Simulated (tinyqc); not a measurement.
# Thermal and gravitational stress in a wafer during furnace and rapid thermal processing, and the onset of slip, step by step

A worked calculation. Computed by tinyqc, a small Python program that keeps every step. Command: `OMP_NUM_THREADS=1 python tinyqc.py 3016065 3016066 out.jsonl slip walk`. One thread of a shared host (Intel(R) Xeon(R) Processor @ 2.30GHz), about 0.01 s of CPU time with the checks. Intermediate numbers are printed to about 6 digits and carried at full precision; extremes and crossings named in words are read from the listed rows.

A thin free disc in plane stress, isotropic; T(r) = T_centre + dT (r/R)^n. Stress is positive in tension; sigma_SB = 5.670374419e-8 W/(m^2 K^4), g = 9.80665 m/s^2.

Inputs (values chosen for the exercise, for a model wafer): wafer radius R = 225 mm; thickness t = 925 micrometre; Young's modulus E = 157 GPa; Poisson ratio nu = 0.22; expansion alpha = 4.23 1e-6/K; edge less centre temperature dT = -24 K; exponent n of the profile = 6; temperature T = 1175 K; prefactor A of the critical stress = 0.00028 MPa; energy U of the critical stress = 1.1 eV; density rho = 2330 kg/m^3; heat capacity c = 917 J/(kg K); conductivity k = 28.3 W/(m K); wafer spacing s = 6.1 mm; ramp rate = 16 K/min; radius of the support ring over R = 0.59.

Temperature profile: edge zone, power law.

Constants: k_B = 8.617333262e-05 eV/K.

## Thermal stress

With x = r/R: s_rr = alpha E dT (1 - x^n)/(n + 2), s_tt = alpha E dT [1 - (n + 1) x^n]/(n + 2).

Temperature and stresses at r/R = 0, 0.3, 0.5, 0.7, 0.8, 0.9, 0.95, 1:
```
r/R   T - T_centre (K)  s_rr (MPa)  s_tt (MPa)
0.00            0.0000    -1.99233     -1.9923
0.30           -0.0175    -1.99088     -1.9822
0.50           -0.3750    -1.96120     -1.7744
0.70           -2.8236    -1.75793     -0.3516
0.80           -6.2915    -1.47005      1.6636
0.90          -12.7546    -0.93352      5.4193
0.95          -17.6422    -0.52778      8.2595
1.00          -24.0000     0.00000     11.9540
```

hoop stress at the edge = 11.95398 MPa

r/R where s_tt = 0 = 0.723020

The cold edge is stretched; the edge stress is n times that at the centre in size.

## Resolved stress round the edge

At the edge the stress is uniaxial along the tangent d = (cos phi, sin phi, 0) of a (001) wafer; the Schmid factor is the largest |(d.n)(d.b)| over the twelve {111}<110> systems.

Schmid factor and resolved stress at phi = 0, 7.5, 15, 22.5, 30, 37.5 and 45 degrees from [100]:
```
phi from [100] (degrees)  Schmid factor  resolved stress (MPa)
0.0                            0.408248                4.88019
7.5                            0.454124                5.42859
15.0                           0.482963                5.77333
22.5                           0.492799                5.89091
30.0                           0.482963                5.77333
37.5                           0.454124                5.42859
45.0                           0.408248                4.88019
```

The factor is 1/sqrt(6) = 0.408 along <100> and <110> and peaks at 0.4928 at 22.5 degrees, so slip, if any, starts at eight places between these directions.

## Slip criterion

Critical resolved stress tau_c = A exp(U/(k_B T)), a form chosen for the exercise; slip when 0.492799 |s_tt(R)| > tau_c; allowed |dT| = tau_c (n + 2)/(0.492799 n alpha E).

critical stress tau_c = 14.6301 MPa

resolved over critical stress = 0.402656

allowed |dT| = 59.6042 K

No slip; the margin is a factor 2.5.

## Ramp rate in a batch furnace

In a stack heated from the rim, heat flows inward by conduction and by radiation between wafers: k_eff = k + (16/3) sigma_SB T^3 s^2/t (a diffusion estimate with the spacing as path length). A steady ramp gives the parabolic lag dT = rho c (ramp) R^2/(4 k_eff); the allowed ramp uses n = 2.

k_eff = 48.0352 W/(m K)

lag of the centre = 150.120 K

allowed ramp rate = 9.52903 K/min

Radiation carries 41 % of the inward flow. The ramp is 1.68 of the allowed one.

## Gravity

Own weight q = rho g t on a ring of radius b R, x = r/R: moments of an edge-supported plate, M_r = q R^2 (3 + nu)(1 - x^2)/16 and M_t = q R^2 [(3 + nu) - (1 + 3 nu) x^2]/16, less the uniform moment inside the ring load, q R^2 [(1 - nu)(1 - b^2) - 2 (1 + nu) ln b]/8; stress at the lower face = 6 M/t^2.

stress at the centre = -0.174363 MPa

radial stress at the ring = -0.700006 MPa

hoop stress at the ring = -0.445347 MPa

The largest of these is 0.024 tau_c when halved for shear. Point supports give far higher local stress than a ring.

## Position of the support ring

The formulas are those given above.

Stress at the lower face (MPa):
```
b       centre  radial at ring  hoop at ring  largest in size
0.40  -1.20142        -1.44302      -1.32597          1.44302
0.50  -0.62491        -1.00242      -0.81953          1.00242
0.60  -0.12719        -0.67081      -0.40744          0.67081
0.65   0.10171        -0.53628      -0.22719          0.53628
0.70   0.32068        -0.41923      -0.06076          0.41923
0.75   0.53161        -0.31778       0.09373          0.53161
0.80   0.73601        -0.23042       0.23779          0.73601
0.90   1.12992        -0.09321       0.49936          1.12992
1.00   1.51004         0.00000       0.73157          1.51004
```

Among these rows the largest stress is least, 0.419 MPa, for a ring at 0.7 R, 3.6 times below edge support: the overhang balances the sag of the centre. All values scale as R^2/t.

## Limits against temperature

The formulas are those given above.

For the parabolic profile:
```
T (K)  tau_c (MPa)  allowed |dT| (K)  k_eff (W/(m K))  allowed ramp (K/min)
1050       53.3244           325.871          42.3830               30.6449
1125       23.7105           144.898          45.6215               14.6674
1200       11.6669            71.298          49.3219                7.8025
1275        6.2402            38.135          53.5150                4.5281
1350        3.5780            21.866          58.2316                2.8252
1425        2.1753            13.293          63.5025                1.8730
1500        1.3899             8.494          69.3584                1.3072
```

From 1050 to 1500 K the allowed difference falls 38 times and the allowed ramp 23 times; radiation, which grows as T^3, gives back a factor 1.64. Ramps must slow as the wafer gets hotter.

Checks made by the program: force balance: the hoop stress integrates to zero (added to the edge stress) (relative difference below 1e-10).
